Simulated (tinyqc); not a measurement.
Two-mode optical phonons of a ternary alloy from two coupled oscillators: one step, computed by the program tinyqc. Command: `OMP_NUM_THREADS=1 python tinyqc.py 3031378 3031379 out.jsonl twomode walk`. One thread of a shared host (Intel(R) Xeon(R) Processor @ 2.30GHz), about 0.01 s of CPU time with the checks.

An alloy A(x)B(1-x)C has an A-C and a B-C bond oscillator. Each TO frequency moves linearly from the impurity mode (dilute end) to the TO of the pure crystal; each strength is proportional to the number of bonds.

Problem. LO modes, coupled by the field. eps(omega) = eps_inf + W_1/(omega_1^2 - omega^2) + W_2/(omega_2^2 - omega^2) = 0 is the eigenproblem of the matrix [[omega_1^2 + W_1/eps_inf, sqrt(W_1 W_2)/eps_inf], [sqrt(W_1 W_2)/eps_inf, omega_2^2 + W_2/eps_inf]] for omega_LO^2. Uncoupled values keep the diagonal alone. eps_s = eps_inf + W_1/omega_1^2 + W_2/omega_2^2.

omega_1 (A-C, TO) = 365.348 1/cm

omega_2 (B-C, TO) = 267.59 1/cm

eps_inf = 9.355

W_1 = 221477.8 1/cm^2

W_2 = 24865.36 1/cm^2

Give: matrix; lower LO mode; upper LO mode; uncoupled values; eps_s.

Solution.

matrix (1/cm^2):
```
            1           2
1  1.5715e+05  7.9327e+03
2  7.9327e+03  7.4262e+04
```

lower LO mode = 271.13 1/cm

upper LO mode = 397.37 1/cm

uncoupled values (1/cm): 272.51  396.43

eps_s = 11.362

The field pushes the upper mode up by 0.95 and the lower one down by 1.38 per cm; the lower LO stays between the two TO modes.
